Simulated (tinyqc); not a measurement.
Effective charge: two electrons on one impurity (helium-like model).

Units Ha* = 2 Ry m/eps^2 and a* = a0 eps/m. One electron is bound by Z^2/2. Two electrons in the singlet built from exp(-a r) and exp(-b r): S = 8 (ab)^(3/2)/(a + b)^3, h_aa = a^2/2 - Z a, h_bb alike, h_ab = S (ab/2 - Z (a + b)/2), J = ab (a^2 + 3ab + b^2)/(a + b)^3, K = 20 (ab)^3/(a + b)^5, E = (h_aa + h_bb + 2 S h_ab + J + K)/(1 + S^2). For a = b this is a^2 - 2 Z a + 5a/8. Real double donors are deeper, since the central cell is left out.

Values chosen for the exercise (out of a larger set: near those of impurities in Si; not measured data):
```
symbol  value                                    unit  meaning
m       0.302                                    m0    one mean mass
eps     11.4                                           dielectric constant
Zs      (1, 1.06, 1.18, 1.56, 2.06, 2.89, 4.18)        charges
```

Ha* = 63.2336 meV

Binding of the first electron, of the second (-E - Z^2/2) with equal and with unequal orbitals, and U, the first less the second (unequal).

Results (meV):
```
Z     first  second, equal  second, unequal   a/b      U  U/(Z Ha*)
1.00   31.6          -1.73             0.84  3.67   30.8      0.487
1.06   35.5          -0.19             2.21  3.19   33.3      0.497
1.18   44.0           3.56             5.76  2.70   38.3      0.513
2.06  134.2          58.93            60.69  1.81   73.5      0.564
2.89  264.1         156.03           157.68  1.60  106.4      0.582
4.18  552.4         393.40           394.99  1.46  157.4      0.596
```

Give the missing row, Z = 1.56.

Computed row:
```
Z     first  second, equal  second, unequal   a/b     U  U/(Z Ha*)
1.56   76.9          21.47            23.37  2.10  53.6      0.543
```

Equal orbitals bind a second electron only above Z = (5/16)/(1 - 1/sqrt2) = 1.067; unequal ones do so in 7 of the 7 rows. Their gain is 2.57 meV in the first row and 1.59 in the last, while the second binding grows to 395 meV, so the gain decides the matter only near Z = 1. U grows almost linearly with Z: U/(Z Ha*) goes from 0.487 to 0.596, towards 5/8, while the first binding grows as Z^2. Angular correlation is left out: at Z = 1 this function binds the second electron by 0.0133 Ha*, half the exact 0.0278.

(tinyqc, `OMP_NUM_THREADS=1 python tinyqc.py 1282706 1282707 out.jsonl`, Intel(R) Xeon(R) Processor @ 2.30GHz, 1 thread, shared host, about 0.05 s.)
